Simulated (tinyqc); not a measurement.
Pairing against temperature: dopants and charged point defects at anneal temperature: Fermi-level effect, clustering and pairing. Computed by tinyqc, a small Python program. Command: `OMP_NUM_THREADS=1 python tinyqc.py 3004952 3004953 out.jsonl pairing walk`. One thread of a shared host (Intel(R) Xeon(R) Processor @ 2.30GHz), about 0.01 s of CPU time with the checks.

Boltzmann statistics and full ionisation of active dopants. Energies are counted from the valence band; the defect (a vacancy or self-interstitial) has five charge states, with all degeneracy factors one.

Inputs (values chosen for the exercise, with bands modelled on InP):
```
quantity,value,unit
site density N_s,4.2e+22,cm^-3
pair binding energy E_b,1,eV
pair configurations Z,4,-
impurity diffusion prefactor D_0,0.00028,cm^2/s
impurity migration energy E_m,0.39,eV
dielectric constant eps,12.8,-
active dopant density in the stored part N_2,4.4e+16,cm^-3
```

Dopant: donor. Second part: pairing with a mobile impurity.

Constants: k_B = 8.617333262e-05 eV/K; e^2/(4 pi eps_0) = 14.39964548 eV angstrom.

Method. An oppositely charged mobile impurity (density M) pairs with the dopant: pairs/free = Z (N_2/N_s) exp(E_b/k_B T_2) for M << N_2; capture radius R = e^2/(4 pi eps eps_0 k_B T_2); D_m = D_0 exp(-E_m/k_B T_2); association rate 4 pi R D_m N_2; dissociation rate = association rate/(pairs/free); tau = 1/(sum of both).

Equilibrium and kinetics:
```
T (K),paired share,time constant (s),D_m (cm^2/s),effective D (cm^2/s)
270,1.0000,2.5436e-01,1.4705e-11,7.5748e-25
300,1.0000,5.2874e-02,7.8604e-11,2.9780e-22
340,1.0000,1.0158e-02,4.6370e-10,1.6638e-19
380,1.0000,2.7964e-03,1.8826e-09,2.4542e-17
430,1.0000,7.9221e-04,7.5196e-09,3.4160e-15
480,1.0000,2.9544e-04,2.2508e-08,1.7003e-13
550,0.9998,1.0194e-04,7.4730e-08,1.2244e-11
650,0.9958,3.3835e-05,2.6503e-07,1.1110e-09
```

Half the impurity is paired at T = E_b/(k_B ln(N_s/(Z N_2))) = 937 K. The time constant at 300 K is 0.053 s. Below 937 K pairs win, and the effective diffusivity has the activation energy E_m + E_b = 1.39 eV; above it the impurity is free and moves with E_m = 0.39 eV.
